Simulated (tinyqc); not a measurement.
Leakage against temperature: trap-assisted generation and recombination current of an abrupt junction. Computed by tinyqc, a small Python program. Command: `OMP_NUM_THREADS=1 python tinyqc.py 3026518 3026519 out.jsonl junctionleak walk`. One thread of a shared host (Intel(R) Xeon(R) Processor @ 2.30GHz), about 0.01 s of CPU time with the checks.

Depletion approximation, flat quasi-Fermi levels across the depleted layer, long neutral regions with minority lifetimes tau_n and tau_p, full ionisation and Boltzmann statistics. Voltages in exponents stand for e V.

Inputs (values chosen for the exercise, for a model semiconductor):

| quantity | value | unit |
|---|---|---|
| gap E_g | 1.45 | eV |
| electron mass m_e | 0.0701 | m_0 |
| valleys M_c | 1 | - |
| hole mass m_h | 0.675 | m_0 |
| dielectric constant eps | 16.1 | - |
| acceptor density N_A | 1e+17 | cm^-3 |
| donor density N_D | 6e+17 | cm^-3 |
| capture time tau_n | 1.6e-09 | s |
| capture time tau_p | 1.2e-09 | s |
| trap level E_t - E_i | 0 | eV |
| electron diffusion coefficient D_n | 52 | cm^2/s |
| hole diffusion coefficient D_p | 2.6 | cm^2/s |
| reverse bias V_r | 6 | V |
| temperature T | 400 | K |

Field enhancement: none.

Constants: k_B = 8.617333262e-05 eV/K; m_0 = 9.1093837015e-31 kg; k_B = 1.380649e-23 J/K; h = 6.62607015e-34 J s; e = 1.602176634e-19 C; eps_0 = 8.8541878128e-12 F/m.

Method:
- N_c = 2 M_c (2 pi m_e k_B T/h^2)^(3/2) and N_v = 2 (2 pi m_h k_B T/h^2)^(3/2), masses in units of m_0.
- n_i = sqrt(N_c N_v) exp(-E_g/2 k_B T); V_bi = (k_B T/e) ln(N_A N_D/n_i^2); diffusion saturation current J_d0 = e n_i^2 [sqrt(D_n/tau_n)/N_A + sqrt(D_p/tau_p)/N_D].
- W = sqrt(2 eps eps_0 (V_bi - V)(1/N_A + 1/N_D)/e), x_p = W N_D/(N_A + N_D), x_n = W - x_p, peak field F_m = 2 (V_bi - V)/W; reverse bias means V = -V_r.
- Potential from the p edge: phi = (V_bi - V) x^2/(x_p W) on the p side and (V_bi - V)[1 - (W - x)^2/(x_n W)] on the n side; p = N_A exp(-phi/k_B T), n = n_i^2 exp(V/k_B T)/p; U = (n p - n_i^2)/[tau_p (n + n_i exp(dE/k_B T)) + tau_n (p + n_i exp(-dE/k_B T))], dE = E_t - E_i, n1 = n_i exp(dE/k_B T), p1 = n_i exp(-dE/k_B T); J_t = e int U dx by the trapezoid rule on 400 intervals on each side.
- The gap, capture times and diffusion coefficients are held fixed. J_g = -J_t at V = -V_r. The last column is -k_B d ln(J_g + J_d0)/d(1/T) from this row and the one above.

Reverse current:

| T (K) | generation (A/cm^2) | diffusion (A/cm^2) | activation energy (eV) |
|---|---|---|---|
| 320 | 1.4751e-08 | 3.4532e-17 | - |
| 360 | 3.2863e-07 | 1.6946e-14 | 0.77026 |
| 400 | 4.0077e-06 | 2.4903e-12 | 0.77589 |
| 450 | 4.9890e-05 | 3.7985e-10 | 0.78226 |
| 500 | 3.8215e-04 | 2.1919e-08 | 0.78954 |
| 560 | 2.7775e-03 | 1.1334e-06 | 0.79779 |
| 640 | 2.2540e-02 | 7.2370e-05 | 0.80938 |

The activation energy goes from 0.770 to 0.809 eV. Generation alone gives about E_g/2 + dE if tau_p exp(dE/k_B T) exceeds tau_n exp(-dE/k_B T), else E_g/2 - dE, here 0.725 eV, plus 1.5 k_B T and diffusion E_g = 1.45 eV plus 3 k_B T; generation rules in every row.

Extremes, crossings and ranges named in words are read from the listed rows.
